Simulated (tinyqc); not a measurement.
Inside a calculation. Method: RKS/LDA (PW92) in the sto-3g basis, for H2, spin multiplicity 1. One step of it, computed by the program tinyqc.

Question. Iteration 2 (converged): orbitals. Diagonalise F' = X^T F X, C = X C', fill 1 alpha and 1 beta electrons from the bottom; D = 2 C_occ C_occ^T. Each column has its largest component positive (the first on a tie).

Kohn-Sham matrix F (hartree), order 1H 1s, 2H 1s:
```
[[-0.116856, -0.152465],
 [-0.152465, -0.116856]]
```

X, order 1H 1s, 2H 1s:
```
[[0.837511, 0.623258],
 [-0.837511, 0.623258]]
```

Give: F' = X^T F X; orbital energies; coefficients C; D after iteration 2.

Answer.

F' = X^T F X (hartree):
```
[[0.0500, 0.0000],
 [0.0000, -0.2092]]
```

orbital energies (hartree): [-0.2092, 0.0500]

coefficients C, order 1H 1s, 2H 1s:
```
[[0.6233, 0.8375],
 [0.6233, -0.8375]]
```

D after iteration 2, order 1H 1s, 2H 1s:
```
[[0.7769, 0.7769],
 [0.7769, 0.7769]]
```
